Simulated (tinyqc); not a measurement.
# Trench capacitor in an array: capacitance, non-linearity, leakage and relaxation: cell against the aspect ratio

A film between two metal electrodes, each interface adding a series capacitance ci. The small-signal permittivity is ek (1 + aq E^2); the field is found with the linear permittivity. Leakage J = J0 sinh(E/Ef). After a voltage step the film passes a relaxation current kr C V tt^(-nr), tt being the time in seconds. The sidewall is a coaxial capacitor with radii a = dm/2 - t and b = dm/2, depth AR dm; the end face is left out.

Per length 1/c = ln(b/a)/(2 pi eps0 ek) + (1/a + 1/b)/(2 pi ci); cell capacitance c AR dm; per footprint over pt^2; fields c V/(2 pi eps0 ek r) at r = a and b; resistance of the inner electrode rho AR dm/(pi a^2); time constant R C/3 of the distributed line.

Inputs (values chosen for the exercise); permittivity of the order of that of titanium dioxide:
- ek = 73.6 (relative permittivity of the film)
- t = 29 nm (film thickness)
- ci = 1000 uF/cm^2 (capacitance of each electrode interface (dead layer and screening))
- V = 0.5 V (bias)
- dm = 350 nm (diameter of the hole)
- pt = 660 nm (pitch of the square array)
- rho = 370 uohm cm (resistivity of the inner electrode)

Constants: eps0 = 8.8541878128e-14 F/cm where lengths are in cm. Results are converted to the units shown.

The same in every row: field at a (MV/cm) = 0.1882; field at b (MV/cm) = 0.1570.

Results:
```
AR	cell capacitance (fF)	per footprint (uF/cm^2)	R (kohm)	R C/3 (ps)
5	39.37	9.038	0.09669	1.269
10	78.74	18.08	0.1934	5.076
20	157.5	36.15	0.3868	20.30
30	236.2	54.23	0.5801	45.68
70	551.2	126.5	1.354	248.7
100	787.4	180.8	1.934	507.6
```

Estimate the missing row, AR = 50.

Computed row:
```
AR	cell capacitance (fF)	per footprint (uF/cm^2)	R (kohm)	R C/3 (ps)
50	393.7	90.38	0.9669	126.9
```

With this row back in the table: As AR goes from 5 to 100, the cell capacitance rises from 39.4 to 787 fF, the capacitance per footprint rises from 9.04 to 181 uF/cm^2, the ratio of the two fields stays at 1.20 and R C/3 rises from 1.27 to 508 ps; the time constant goes as AR^(2.00) between the first two rows and AR^(2.00) between the last two.

Program tinyqc, `OMP_NUM_THREADS=1 python tinyqc.py 2102171 2102172 out.jsonl`; Intel Xeon 2.30GHz, shared host, one thread, about 0.01 s.
